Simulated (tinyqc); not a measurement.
Composition against offsets: model-solid line-up of a strained alloy layer on a substrate.

All values of the alloy are linear in x but the gap, Eg(x) = (1 - x) Eg_A + x Eg_B - C x (1 - x), and the valence edge, Ev(x) = (1 - x) Ev_A + x Ev_B + fv C x (1 - x); Ec = Ev + Eg. Ev is the top of the unstrained valence band on a scale common to all materials. In the layer only the Gamma valley of the conduction band is followed, also where an X or L valley would lie lower.

Coherent growth on a (110) face: e_par = (a_s - a)/a, e_perp = -(C11 + 3 C12 - 2 C44)/(C11 + C12 + 2 C44) e_par; exx = eyy = (e_par + e_perp)/2, ezz = e_par, exy = (e_perp - e_par)/2, eyz = ezx = 0.

Strained edges: Ec + ac tr(e); the valence edges are Ev plus the levels of the 6 x 6 matrix of X, Y, Z times spin with -Dso/3 + l exx + m (eyy + ezz) on the diagonal (cyclic), n exy off it, l = av + 2 b, m = av - b, n = sqrt(3) d. Spin-orbit term (Dso/3) L.sigma on X, Y, Z with (L_k)_ij = -i epsilon_kij: <X+|H|Y+> = -i Dso/3, <X+|H|Z-> = Dso/3, <Y+|H|Z-> = -i Dso/3, <Z+|H|X-> = -Dso/3, <Z+|H|Y-> = i Dso/3, <X-|H|Y-> = i Dso/3, and their conjugates; + and - are the spin along z.

dEc = Ec(substrate) - Ec(layer), dEv = Ev(layer) - Ev(substrate); positive values confine the carrier in the layer. Type I: both of one sign; type II: opposite signs; type III: the gaps do not overlap.

Values chosen for the exercise (A near GaP, B near InP, substrate near Ge; the results hold for these values, not for the real material): a = (5.453, 5.877) angstrom (lattice constant of A, B); Eg = (2.851, 1.424) eV (gap at Gamma to the s-like level of A, B); Dso = (0.08, 0.108) eV (spin-orbit splitting of A, B); Ev = (-1.26, -0.93) eV (top of the unstrained valence band of A, B); ac = (-8.24, -5.93) eV (conduction deformation potential of A, B); av = (1.72, 0.6) eV (valence hydrostatic potential of A, B); b = (-1.59, -2.01) eV (tetragonal shear potential of A, B); d = (-4.61, -4.94) eV (trigonal shear potential of A, B); C11 = (141.3, 102.1) GPa (of A, B); C12 = (62.3, 55.4) GPa (of A, B); C44 = (71.1, 46.1) GPa (of A, B); C = 0.628 eV (bowing of the gap); fv = 0 (share of the bowing taken by the valence edge); a_s = 5.653 angstrom (substrate); Eg_s = 0.737 eV (lowest gap of the substrate); Ev_s = -0.35 eV (substrate valence edge); face = 110 (growth face).

Each composition is strained to the same substrate.

Results:
```
x     e_par (%)  relaxed gap (eV)  strained gap (eV)  valence splitting (meV)  dEc (eV)  dEv (eV)  type
0.09       2.95             2.671              2.061                      291    -0.710    -0.614     I
0.20       2.08             2.465              2.052                      207    -0.652    -0.663     I
0.32       1.15             2.258              2.042                      113    -0.594    -0.712     I
0.43       0.31             2.083              2.031                       28    -0.546    -0.747     I
0.54      -0.51             1.924              1.960                       33    -0.505    -0.718     I
0.65      -1.32             1.781              1.861                       58    -0.470    -0.655     I
0.77      -2.19             1.641              1.754                       76    -0.438    -0.579     I
0.88      -2.97             1.529              1.658                       90    -0.416    -0.505     I
```

What does the comparison show?

The alloy matches the substrate at x = 0.472, where the top valence edge changes its character and the splitting passes through zero. The strained gap runs from 2.061 to 1.658 eV, against 2.671 to 1.529 eV for the relaxed alloy: strain takes back part of the change that the composition makes. Strains above 2 % can be kept only in layers of a few nanometres. The line-up is type I throughout, with the layer as the barrier. Where the alloy is indirect its X or L edge, left out, lies lower and sets the real gap and dEc.

(tinyqc, `OMP_NUM_THREADS=1 python tinyqc.py 1080312 1080313 out.jsonl`, Intel(R) Xeon(R) Processor @ 2.30GHz, 1 thread, shared host, about 0.02 s.)
